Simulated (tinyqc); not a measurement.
# Worked calculation: undoped symmetric double-gate MOSFET, analytic potential model

Computed by the program tinyqc: `OMP_NUM_THREADS=1 python tinyqc.py 2440139 2440140 out.jsonl`, one thread of a shared Intel Xeon 2.30GHz, about 0.03 s for the whole run. Printed values are rounded.

An undoped body of thickness ts between two equal insulators and tied gates; long channel, electrons only, n = ni exp((psi - V)/Vt) with V the quasi-Fermi potential (0 at the source, Vd at the drain), constant mobility, no quantisation. Across the body psi(x) = V - 2 Vt ln[(ts/(2 beta)) sqrt(q ni/(2 eps0 eps_r Vt)) cos(2 beta x/ts)], x from the centre. Q is the electron charge per area of the whole body.

Values chosen for this exercise; material values close to those of germanium:
- T = 300 K (temperature)
- Eg = 0.668 eV (band gap)
- eps_r = 15.9 (relative permittivity of the semiconductor)
- Nc = 1.03e19 cm^-3 (conduction-band density of states at T)
- Nv = 6.11e18 cm^-3 (valence-band density of states at T)
- eox = 3.79 (relative permittivity of the gate insulator)
- tox = 1.2 nm (insulator thickness)
- ts = 25 nm (body thickness)
- dphi = 0.01 V (gate work function less that of the intrinsic body)
- Vg = 0.8 V (gate voltage)

Constants: q = 1.602176634e-19 C, kB = 1.380649e-23 J/K, Vt = kB T/q, eps0 = 8.8541878128e-14 F/cm where lengths are in cm. Results are converted to the units shown.

Range of the model: The surface density at the source passes 0.3 Nc, where Boltzmann statistics fail.

## Constants of the body

ni = sqrt(Nc Nv) exp(-Eg/(2 Vt)), Eg in volts; r = eps_r tox/(eox ts); V0 = dphi + 2 Vt ln[(2/ts) sqrt(2 eps0 eps_r Vt/(q ni))].

ni = 1.943060e13 cm^-3
r = 0.2013720
V0 = 0.2585260 V

## Iteration 1: beta at the source by Newton steps

beta at the start = 1

With V = 0: f = ln(beta) - ln(cos beta) + 2 r beta tan(beta) - (Vg - V0)/(2 Vt); f' = 1/beta + tan(beta) + 2 r [tan(beta) + beta/cos^2(beta)]; beta(new) = beta - f/f'.

f = -9.229711
f' = 4.564252
beta after iteration 1 = 3.022174

## Course of the iteration: beta at the source by Newton steps

Stop when beta changes by less than 1e-11, or after 40 iterations. beta must stay between 0 and pi/2.

Course of the iteration:
```
iteration      beta  |change|
1          3.022174      2.02
```

Stopped after 1 iteration(s) without a result. The last step lands on beta = 3.022, outside the interval from 0 to pi/2 on which the model is defined: f is much steeper near pi/2 than its tangent at the point before. A rerun with the start beta = 1.5 converges in 5 iterations.
